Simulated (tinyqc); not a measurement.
Zener tunnelling in a reverse-biased junction, two-band WKB: one step of the calculation.

Abrupt p-n junction, depletion approximation. Energies E are counted from the conduction-band edge of the neutral n side; its Fermi level lies at dn, that of the p side at dn - V, and the valence-band edge of the neutral p side at Em = dn + dp - V. Tunnelling needs 0 < E < Em. Two-band dispersion with equal masses m: inside the gap kappa = sqrt(m u (1 - u/Eg)/C), u the distance from a band edge, C = hbar^2/(2 m0).

Task. Width, field and exponent. W = sqrt(2 eps0 eps_r (Vbi - V)(1/Na + 1/Nd)/q), mean field F = (Vbi - V)/W, peak field 2 F. In a uniform field F the exponent is S = pi sqrt(m/C) Eg^1.5/(4 F). Transverse energy Et = C kt^2/m raises it to S (1 + 4 Et/Eg), so T = exp(-S) exp(-Et/Eb) with Eb = Eg/(4 S). KJ = (2 q^2/h) m/(4 pi C) (times 1e14 for A/cm^2 per eV^2).

Values chosen for this exercise; band and dielectric values close to those of germanium: band gap Eg = 0.66 eV; relative permittivity eps_r = 15.9; band-edge mass of the two-band model m = 0.051 m0; acceptor density Na = 3.4e18 cm^-3; donor density Nd = 6.4e17 cm^-3; bias of the p side V = -0.71 V.

Constants: q = 1.602176634e-19 C, hbar = 1.054571817e-34 J s, m0 = 9.1093837015e-31 kg, eps0 = 8.8541878128e-14 F/cm where lengths are in cm, hbar^2/(2 m0) = 0.0380998212 eV nm^2. Results are converted to the units shown.

Vbi = 0.57894609 V

Find: W; mean field; S; exp(-S); Eb; tunnelling length Eg/F.

Result.

W = 64.85 nm
mean field = 0.1988 MV/cm
S = 24.51
exp(-S) = 2.259e-11
Eb = 6.731 meV
tunnelling length Eg/F = 33.21 nm

Range of the model: The two-band model describes a direct gap; phonon-assisted tunnelling across an indirect gap is left out. Parabolic densities of states, no band tails and no gap narrowing, all of which matter at such doping.

tinyqc, about 0.01 s, one thread, Intel Xeon 2.30GHz (shared host): `OMP_NUM_THREADS=1 python tinyqc.py 2620078 2620079 out.jsonl`
